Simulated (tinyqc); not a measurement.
Six-transistor SRAM cell, nodal equations and margins: two steps of the calculation.

Two cross-coupled inverters (pull-down bn, pull-up bp) hold the nodes Q and QB; access transistors (ba, threshold VTn, gate on the word line at Vdd when selected) join them to the bit lines. Transistor (EKV form, voltages against the body): I = 2 n b Vt^2 [F(vp - Vs) - F(vp - Vd)] from drain to source, F(v) = ln^2(1 + exp(v/(2 Vt))), vp = (Vg - VT + sg |Vd - Vs|)/n. n-channel bodies are at 0; for the p-channel device all voltages are counted down from Vdd. b in uA/V^2 gives I in uA. For an access transistor the bit line is the drain and the node the source. In a read both bit lines are at Vdd. The cell is symmetric (no mismatch).

Values chosen for this exercise: temperature T = 300 K; supply voltage Vdd = 0.8 V; slope factor n = 1.22; drain-induced barrier lowering sg = 0.024; n-channel threshold VTn = 0.4 V; p-channel threshold (magnitude) VTp = 0.26 V; gain factor of the pull-down transistor bn = 300 uA/V^2; gain factor of the access transistor ba = 150 uA/V^2; gain factor of the pull-up transistor bp = 170 uA/V^2.

Constants: q = 1.602176634e-19 C, kB = 1.380649e-23 J/K, Vt = kB T/q. Results are converted to the units shown.

Task 1. Node voltages in a read by Newton steps. F1 = In(gate QB, drain Q) - Ip(gate QB, drain Q) - Ia(bit line, Q), F2 the same with Q and QB exchanged; J by central differences with +/- 1e-6 V; solve J d = -F, limit each component to +/- 0.15 V and add.

(Q, QB) at the start (V): Q 0.00000000, QB 0.80000000

Wanted: F1, F2; J; (Q, QB) after iteration 1.

Result 1.

F1, F2 (uA): [-10.807, 0.000]

J (uS):

|  | Q | QB |
|---|---|---|
| F1 | 183.87 | 0.00 |
| F2 | 0.00 | 91.78 |

(Q, QB) after iteration 1 (V): Q 0.05878, QB 0.80000

Task 2. The largest square in the read butterfly. f(x) is the node voltage of one half-cell in a read for input x (In - Ip - Ia = 0). Static noise margin: side of the largest square between the curve (x, f(x)) and its mirror image (f(y), y); with h(c) the root x of f(x) - x = c, it is the maximum over c > 0 of h(c) - h(-c) + c.

| point | c (V) |
|---|---|
| 0 | 0.11 |
| 1 | 0.18 |
| 2 | 0.25 |
| 3 | 0.31 |
| 4 | 0.36 |
| 5 | 0.4 |
| 6 | 0.43 |

Find: h(c); h(-c); side.

Result 2.

| point | h(c) (V) | h(-c) (V) | side (V) |
|---|---|---|---|
| 0 | 0.4488 | 0.4571 | 0.1017 |
| 1 | 0.4470 | 0.4695 | 0.1575 |
| 2 | 0.4433 | 0.4914 | 0.2018 |
| 3 | 0.4331 | 0.5155 | 0.2277 |
| 4 | 0.4134 | 0.5378 | 0.2356 |
| 5 | 0.3882 | 0.5570 | 0.2311 |
| 6 | 0.3643 | 0.5726 | 0.2218 |

The maximum over c is 235.6 mV, the read margin; with the word line off (no Ia) the same construction gives 321.6 mV.

Numbers from tinyqc (`OMP_NUM_THREADS=1 python tinyqc.py 2340138 2340139 out.jsonl`; about 0.2 s on one thread of a shared Intel Xeon 2.30GHz).
